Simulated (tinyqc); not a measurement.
Comparisons within one model: interface roughness in a thin film (subband fluctuation and scattering). A value that a table varies takes the place of the one given here.

Square well of width t, barriers V0, c = hbar^2/2m0: E1 solves k t + 2 atan[(k/mz)/(kappa/mb)] = pi, k = sqrt(mz E/c), kappa = sqrt(mb (V0 - E)/c). One interface is rough, so the subband edge fluctuates by G dt with G = |dE1/dt| (central difference of 0.01 angstrom; 2 E1/t for hard walls).

Gaussian roughness spectrum S(q) = pi D^2 Lc^2 exp(-q^2 Lc^2/4). Degenerate gas, taken to fill one subband (the second starts to fill once c kF^2/md exceeds E2 - E1, which is not tested here): kF = sqrt(2 pi Ns/gv), q = 2 kF sin(theta/2), 1/tau = (md/(2 pi c hbar)) G^2 times the integral from 0 to pi of S(q)(1 - cos theta)/eps(q)^2 dtheta, eps(q) = 1 + qs/q with screening (qs = gv md q0/(c eps), q0 = e^2/(4 pi eps0), form factors left out, which overstates the screening; other scattering is left out too, so these values lie far above measured mobilities in all but the thinnest films) or 1 without; mobility = tau c2/md with c2 = e/m0 = 1.75882e15 cm^2/(V s^2); 1e12/cm^2 = 1e-4/angstrom^2.

Constants: hbar^2/2m0 = 3.80998211 eV angstrom^2; hbar = 6.58211957e-16 eV s; e^2/(4 pi eps0) = 14.39964547 eV angstrom.

Parameters, chosen for this exercise (near those of a thin Ge channel on (111), one valley; shifted at random, so the results belong to these values and not to a real crystal): mz = 1.559 m0 (confinement mass); V0 = 2.15 eV (barrier); mb = 0.29 m0 (barrier mass); md = 0.084 m0 (mass in the plane); gv = 1 (valleys); D = 3.7 angstrom (rms height of the roughness); Lc = 36 angstrom (correlation length); Ns = 0.74 x 1e12/cm^2 (sheet density); eps = 11.6 (mean dielectric constant at the channel); ts = (10, 13, 15, 18, 22, 29, 38) angstrom (thicknesses); t = 18 angstrom (film thickness); Ll = (5, 10, 16, 25, 40, 65, 100) angstrom (correlation lengths).

## The sixth-power law

Screened mobility against thickness for the finite barrier and for hard walls.

Results:

| t (angstrom) | E1 (meV) | G (meV/angstrom) | mobility (cm^2/(V s)) | the same, hard walls |
|---|---|---|---|---|
| 10 | 200.8 | 36.360 | 84.1 | 47.8 |
| 13 | 124.1 | 17.730 | 354 | 231 |
| 15 | 95.0 | 11.887 | 787 | 544 |
| 18 | 67.3 | 7.099 | 2.21e+03 | 1.63e+03 |
| 22 | 45.9 | 3.999 | 6.96e+03 | 5.42e+03 |
| 29 | 26.9 | 1.800 | 3.43e+04 | 2.84e+04 |
| 38 | 15.9 | 0.818 | 1.66e+05 | 1.44e+05 |

How do the results move?

With hard walls G goes as 1/t^3 and the mobility as t^6. With the finite barrier the local exponent is 5.48 at the thin end and 5.83 at the thick end, since the envelope leaks out and softens the dependence. The roughness limit falls below 500 cm^2/(V s) between 15 and 13 angstrom. The gate field, which also presses carriers to the interface, is left out. Below about 20 angstrom the effective-mass picture is itself doubtful. Up to t = 22 angstrom G D exceeds half of EF - E1, where the Born rate fails.

## Correlation length

Fixed D; bare and screened mobility.

Results:

| Lc (angstrom) | kF Lc | bare mobility (cm^2/(V s)) | screened mobility (cm^2/(V s)) |
|---|---|---|---|
| 5 | 0.11 | 2.33e+04 | 7.20e+04 |
| 10 | 0.22 | 5.97e+03 | 1.85e+04 |
| 16 | 0.35 | 2.46e+03 | 7.66e+03 |
| 25 | 0.54 | 1.14e+03 | 3.59e+03 |
| 40 | 0.86 | 618 | 1.99e+03 |
| 65 | 1.40 | 518 | 1.82e+03 |
| 100 | 2.16 | 801 | 3.71e+03 |

How do the results move?

The bare mobility is lowest at Lc = 65 angstrom of those listed (kF Lc = 1.40). The screened mobility is lowest at Lc = 65 angstrom of those listed (kF Lc = 1.40). Short roughness averages out (mobility as 1/Lc^2; the first two rows give exponent -1.96), and long roughness deflects only by small angles (bare mobility rising as Lc; the last two rows give 1.01).

## What each parameter does

G, G D, and the screened mobility. Each row changes one parameter from the base and keeps the others.

Results:

| case | G (meV/angstrom) | G D (meV) | mobility (cm^2/(V s)) |
|---|---|---|---|
| base | 7.099 | 26.27 | 2207 |
| t = 24 angstrom | 3.113 | 11.52 | 1.148e+04 |
| D = 4.81 angstrom | 7.099 | 34.14 | 1306 |
| Lc = 44 angstrom | 7.099 | 26.27 | 1853 |
| Ns = 1.18 x 1e12/cm^2 | 7.099 | 26.27 | 2396 |
| mz = 1.793 m0 | 6.296 | 23.29 | 2806 |
| md = 0.097 m0 | 7.099 | 26.27 | 1882 |
| V0 = 1.5 eV | 6.882 | 25.46 | 2348 |
| eps = 13.9 | 7.099 | 26.27 | 1905 |

How do the results move?

The largest shifts from the base row, up to three for each result and ties (the steps differ in size, so this ranks the rows, not the parameters). G (meV/angstrom): t -3.986, mz -0.803, V0 -0.216; unchanged at the printed digits by D, Lc, Ns, md and eps. G D (meV): t -14.75, D +7.88, mz -2.97; unchanged at the printed digits by Lc, Ns, md and eps. mobility (cm^2/(V s)): t +9.27e+03, D -901, mz +599. In the base case G D is 1.2 times EF - E1 = 21.1 meV: the fluctuation exceeds the Fermi energy, so the Born rate for a uniform gas is not to be trusted.

Run: tinyqc, `OMP_NUM_THREADS=1 python tinyqc.py 1280588 1280589 out.jsonl`; Intel(R) Xeon(R) Processor @ 2.30GHz, one thread, shared host; about 0.01 s of CPU time with all checks.
